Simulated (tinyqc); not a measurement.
# Self-heating of a transistor with one or more fingers, with temperature-dependent conductivity, step by step

A worked calculation. Computed by tinyqc, a small Python program that keeps every step. Command: `OMP_NUM_THREADS=1 python tinyqc.py 3000505 3000506 out.jsonl selfheat walk`. One thread of a shared host (Intel(R) Xeon(R) Processor @ 2.30GHz), about 0.09 s of CPU time with the checks. Intermediate numbers are printed to about 6 digits and carried at full precision; extremes and crossings named in words are read from the listed rows.

N long parallel fingers lie on the top face of a slab whose bottom is held at T_0; the top is otherwise insulated, and heat flows in two dimensions. P in W/mm is 1000 P in W/m.

Inputs (values chosen for the exercise, modelled on gallium nitride):
```
quantity,value,unit
conductivity at the base temperature kappa_0,171,W/(m K)
exponent m in kappa ~ T^-m,1.35,-
base temperature T_0,323,K
power per gate width P,1.4,W/mm
fingers N,5,-
finger pitch s,22,micrometre
width of the heat source w,0.12,micrometre
substrate thickness t,140,micrometre
phonon free path Lambda,140,nm
heat capacity C,2.99,1e6 J/(m^3 K)
pulse length,0.24,microsecond
power coefficient beta,1.9,1e-3/K
```

Power: power rises with temperature.

## Geometry factors

A line source of power P on the top face raises the top at distance x by (P/(pi kappa_0)) g(x), g(x) = -ln tanh(pi x/(4 t)) (the image sum for the slab). On a strip of width w the centre sees the mean of g over the strip, g_0 = 1 + ln(8 t/(pi w)) for w much below t.

own factor g_0 = 8.99662

g(j s), j = 1..7: [2.09722, 1.41904, 1.03784, 0.78278, 0.59947, 0.46290, 0.35913]

## Linear temperature rise of each finger

theta_i = (P/(pi kappa_0)) [g_0 + sum over j != i of g(|i - j| s)], with equal powers and constant conductivity; thermal resistance = largest theta/P.

theta of each finger (K): [37.3538, 40.7793, 41.7727, 40.7793, 37.3538]

largest theta = 41.7727 K

thermal resistance = 29.8376 K mm/W

The neighbours supply 44 % of the rise of the hottest finger, which runs 4.4 K above the outer ones. Caution: the source is narrower than two phonon free paths, so the Fourier result understates the rise at the source.

## Correction for the falling conductivity

Kirchhoff transformation for kappa = kappa_0 (T/T_0)^-m: T = T_0 [1 - (m - 1) theta/T_0]^(-1/(m - 1)), where theta is the linear rise. The bracket vanishes at the power P T_0/((m - 1) theta).

peak temperature = 368.705 K

true rise = 45.7054 K

true rise / linear rise = 1.09415

power at which the formula diverges = 30.9293 W/mm

The falling conductivity adds 9.4 % to the rise.

## Extra rise from ballistic phonons

Near a source smaller than the free path, Fourier's law overstates the flow. Rough estimate: a strip that emits phonons into a half space adds a resistance times area of 4 Lambda/(3 kappa_0), from the ballistic flux C v Delta T/4 with kappa_0 = C v Lambda/3, so Delta T_b = 4 Lambda P/(3 kappa_0 w); Knudsen number Lambda/w.

Knudsen number = 1.16667

ballistic rise Delta T_b = 12.7355 K

Delta T_b / largest theta = 0.304877

The ballistic term is a large share: this rough estimate calls for a transport calculation.

## Electrothermal feedback

The power follows P [1 + beta (T - T_0)] with T the peak temperature, for all fingers alike. Start at T_0 and repeat; stop when T changes by less than 1e-6 K, after 50 steps, or when the bracket falls below 0.05.

Iterations:
```
step,power (W/mm),T (K),change (K)
1,1.40000,368.705,4.57054e+01
2,1.52158,373.077,4.37185e+00
3,1.53321,373.499,4.21840e-01
4,1.53433,373.540,4.07374e-02
5,1.53444,373.544,3.93436e-03
6,1.53445,373.544,3.79978e-04
7,1.53445,373.544,3.66981e-05
8,1.53445,373.544,3.54428e-06
9,1.53445,373.544,3.42304e-07
```

converged (1 yes, 0 no) = 1

peak temperature with feedback = 373.544 K

Converged in 9 steps; feedback adds 4.8 K.

## Rise at the end of a pulse

After switching on, theta(tau) = (P D/kappa_0) int_0^tau X(u) Z(u) du at the hottest finger, D = kappa_0/C; X = sum over fingers at distance x of [erf((x + w/2)/r) - erf((x - w/2)/r)]/(2 w), Z = sum_(j=-200..200) (-1)^j exp(-(2 j t/r)^2)/sqrt(pi D u), r = 2 sqrt(D u); trapezoid rule on 300 points evenly spaced in ln u from u_0 = 1e-3 min(tau, w^2/D) to tau, plus the exact piece 2 sqrt(u_0/(pi D))/w below u_0. Conductivity and power are held at their base values here, and Fourier's law is used even where the diffusion length is near a phonon free path.

diffusivity D = 57.1906 micrometre^2/microsecond

diffusion length sqrt(D tau) = 3.70483 micrometre

linear rise after the pulse = 14.405 K

share of the steady rise = 0.3448

## Rise against time

The formulas are those given above.

Heating curve:
```
time (microsecond),sqrt(D time) (micrometre),rise (K),share of the steady rise
3.40e-04,0.139445,5.878,0.1407
0.0034,0.440963,8.8604,0.2121
0.034,1.39445,11.859,0.2839
0.34,4.40963,14.86,0.3557
3.4,13.9445,19.058,0.4562
17,31.1808,25.663,0.6144
69,62.8184,33.698,0.8067
210,109.590,39.663,0.9495
510,170.784,41.598,0.9958
```

Half the steady rise is reached between 3.4 and 17 microseconds, and the last row holds 99.6 % of it; the slowest time constant is 4 t^2/(pi^2 D) = 139 microseconds. While the diffusion length lies between w and the pitch or thickness, the rise grows as the logarithm of time; once it nears the pitch of 22 micrometre the neighbours add their heat.

Checks made by the program: g(s) against the alternating image sum (relative difference 6e-07); Kirchhoff integral of kappa/kappa_0 from T_0 to T (relative difference below 1e-10); long-time limit against the steady rise (relative difference 2e-05).
